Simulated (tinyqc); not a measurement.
Two-band model of a narrow-gap semiconductor with electrons and holes: one step, computed by the program tinyqc.

Two parabolic bands with acoustic scattering (r = -1/2, a = 0), a gap that does not change with T, and fully ionised dopants. Melting is ignored, so values above the melting point are formal, and kappa_L does not change with T. eta_n = (E_F - E_c)/(k_B T), eta_p = -eta_n - E_g/(k_B T).

Question. Both bands together. Both bands together (these totals replace the one-band zT): sigma = sigma_n + sigma_p; S = (sigma_p |S_p| - sigma_n |S_n|)/sigma; kappa_bip = (sigma_n sigma_p/sigma)(|S_n| + |S_p|)^2 T; kappa_e = (L_n sigma_n + L_p sigma_p) T; zT = S^2 sigma T/(kappa_L + kappa_e + kappa_bip); weak-field R_H = (r_p sigma_p^2/p - r_n sigma_n^2/n)/(e sigma^2), where the Hall factors r_n and r_p are <x^(3/2)> <x^(1/2)>/<s>^2.

Inputs (values chosen for the exercise, for a model material): lattice thermal conductivity kappa_L = 4.8 W/(m K); temperature T = 380 K.

Doping: n-type.

Partial coefficients:
```
band       sigma (S/cm)  |S| (microvolt/K)  L (1e-8 V^2/K^2)  density (1/cm^3)  Hall factor
electrons      42.64500           258.5007          1.553478      2.800027e+17     1.153614
holes      6.447645e-05           1339.569          1.485169      2.723720e+12     1.178097
```

Constants: e = 1.602176634e-19 C.

Give: conductivity sigma; Seebeck coefficient S; bipolar thermal conductivity; kappa_e; zT; Hall coefficient R_H.

Answer.

conductivity sigma = 42.65 S/cm

Seebeck coefficient S = -258.5 microvolt/K

bipolar thermal conductivity = 6.257e-06 W/(m K)

kappa_e = 0.02517 W/(m K)

zT = 0.02244

Hall coefficient R_H = -25.71 cm^3/C

The minority band lowers |S| from 259 to 258 microvolt/K, and bipolar flow adds 0.00013 % of the thermal conductivity.
